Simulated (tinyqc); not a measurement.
Free and trapped electrons in a MOS channel with a dense trap tail: effect of the temperature.

p-type body, charge-sheet picture, full ionisation (an idealisation for deep acceptors), Boltzmann statistics for free electrons. e = Ec - EF at the surface. Acceptor-like traps of density D(E) = D0 + De exp(-E/Ew) at depth E below Ec, from 0 to Eu, hold n_t = integral of D(E)/(1 + exp((e - E)/Vt)). psi = Eg - Vt ln(Nv/Na) - e; N_dep = sqrt(2 eps0 eps_r Na (psi - Vt)/q); n_f = sqrt(N_dep^2 + 2 eps0 eps_r Vt Nc exp(-e/Vt)/q) - N_dep; Vg = Vfb + psi + q (N_dep + n_t + n_f)/Cox, Cox = eps0 eox/tox.

Nc and Nv are given at 475 K and scale as (T/475 K)^1.5; Eg, Vfb and mf are held fixed. VT is the Vg for n_f = 1e11 cm^-2; swing ln 10 n_f/(dn_f/dVg) at n_f = 1e8 cm^-2; the last three columns are for Vg = VT + 5.4 V, with free share n_f/(n_f + n_t) and field-effect mobility mf q (dn_f/dVg)/Cox; there EF is near the band edge, where Boltzmann statistics are rough.

Inputs (values chosen for the exercise); band and dielectric values close to those of 4H silicon carbide:
- Eg = 3.22 eV (band gap)
- eps_r = 9.7 (relative permittivity)
- Nc = 3.33e19 cm^-3 (conduction-band density of states at the reference temperature)
- Nv = 5e19 cm^-3 (valence-band density of states at the reference temperature)
- eox = 3.9 (relative permittivity of the insulator)
- tox = 68 nm (insulator thickness)
- Na = 4e15 cm^-3 (acceptor density)
- Vfb = -2.67 V (flat-band voltage without trapped charge)
- D0 = 1.8e10 cm^-2 eV^-1 (constant background density of acceptor-like traps)
- De = 4.7e12 cm^-2 eV^-1 (density of the tail at the conduction edge)
- Ew = 0.11 eV (decay energy of the tail)
- Eu = 0.54 eV (depth below Ec down to which the traps reach)
- mf = 200 cm^2/(V s) (mobility of free electrons)

Constants: q = 1.602176634e-19 C, kB = 1.380649e-23 J/K, Vt = kB T/q, eps0 = 8.8541878128e-14 F/cm where lengths are in cm. Results are converted to the units shown.

Effect of the temperature:
columns A: T (K); B: e at VT (eV); C: VT (V); D: q n_t/Cox at VT (V); E: swing (mV/decade); F: n_f (cm^-2); G: free share (%); H: field-effect mobility (cm^2/(V s))
```
A          B      C       D      E         F      G      H
200  0.05209  2.866   1.059  177.1  1.625e12  76.55  194.5
250  0.07735  2.590  0.8641  160.7  1.581e12  76.93  191.0
300   0.1049  2.334  0.6935  147.0  1.551e12  77.76  187.6
350   0.1344  2.100  0.5497  138.5  1.533e12  78.93  184.7
400   0.1655  1.889  0.4312  135.3  1.526e12  80.34  182.6
450   0.1982  1.698  0.3353  135.5  1.525e12  81.88  181.0
500   0.2321  1.523  0.2587  136.8  1.528e12  83.45  180.1
550   0.2674  1.361  0.1980  141.8  1.535e12  85.01  179.6
```

Read the table: what changes, and by how much?

As T goes from 200 to 550, VT falls from 2.87 to 1.36 V, its part due to traps falls from 1.06 to 0.198 V, the swing goes from 177 through a minimum of 135 (at T = 400 among the rows listed) to 142 mV/decade and the field-effect mobility falls from 194 to 180 cm^2/(V s). On heating the same n_f is reached with EF deeper in the gap, where fewer tail states are filled.

Computed by the program tinyqc: `OMP_NUM_THREADS=1 python tinyqc.py 2222008 2222009 out.jsonl`, one thread of a shared Intel Xeon 2.30GHz, about 0.02 s for the whole run.
